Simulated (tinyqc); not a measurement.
The mobility curve: inversion-layer mobility, back-scattering and ballistic limit of a field-effect transistor. Computed by tinyqc, a small Python program. Command: `OMP_NUM_THREADS=1 python tinyqc.py 3002496 3002497 out.jsonl mos walk`. One thread of a shared host (Intel(R) Xeon(R) Processor @ 2.30GHz), about 0.01 s of CPU time with the checks.

The charge at the top of the source barrier is fixed by the gate; series resistance and short-channel effects are left out. F_j are Fermi integrals normalised to exp(eta) in the classical limit.

Inputs (values chosen for the exercise, modelled on a germanium p-channel):
```
quantity                                       value        unit
weight w of the inversion charge               0.333           -
permittivity eps                                  16           -
phonon mobility at 1 MV/cm and 300 K, mu_ph      260  cm^2/(V s)
roughness mobility at 1 MV/cm, mu_sr             280  cm^2/(V s)
Coulomb mobility at N_inv = 1e12/cm^2, mu_C      380  cm^2/(V s)
electrical oxide thickness t_inv                 5.7          nm
depletion charge N_dep                       4.3e+12      1/cm^2
temperature T                                    200           K
```

Statistics at the top of the barrier: Fermi-Dirac.

Constants: eps_0 = 8.8541878128e-12 F/m; e = 1.602176634e-19 C.

Method. N_inv = 3.9 eps_0 (V_G - V_T)/(e t_inv); effective field E_eff = e (N_dep + w N_inv)/(eps eps_0). mu_phonon = mu_ph (E_eff/1 MV/cm)^(-0.3) (T/300 K)^(-1.75); mu_rough = mu_sr (E_eff/1 MV/cm)^(-2); mu_Coulomb = mu_C (N_inv/1e12 cm^-2) (T/300 K); Matthiessen's rule adds 1/mu.

Mobilities (cm^2/(V s)):
```
V_G - V_T (V)  N_inv (1/cm^2)  E_eff (MV/cm)  phonon  roughness  Coulomb   total
0.03               1.1344e+11        0.49058  654.52     1163.4     28.7   26.89
0.06               2.2687e+11        0.49485  652.82     1143.4     57.5   50.49
0.12               4.5374e+11        0.50339  649.47     1104.9    114.9   89.73
0.20               7.5624e+11        0.51479  645.13     1056.6    191.6  129.60
0.35               1.3234e+12        0.53615  637.31      974.1    335.3  179.26
0.50               1.8906e+12        0.55751  629.88      900.9    479.0  208.96
0.75               2.8359e+12        0.59311  618.29      796.0    718.4  234.43
1.00               3.7812e+12        0.62871  607.57      708.4    957.9  243.81
1.50               5.6718e+12        0.69991  588.33      571.6   1436.9  241.24
```

What does the comparison show, and why?

The lowest part is Coulomb from 0.0300 to 0.500, phonon from 0.750 to 1.00, roughness at 1.50 V. The total peaks at 244 near E_eff = 0.63 MV/cm: screening lifts it at low density and the field presses it down at high density.

Extremes, crossings and ranges named in words are read from the listed rows.
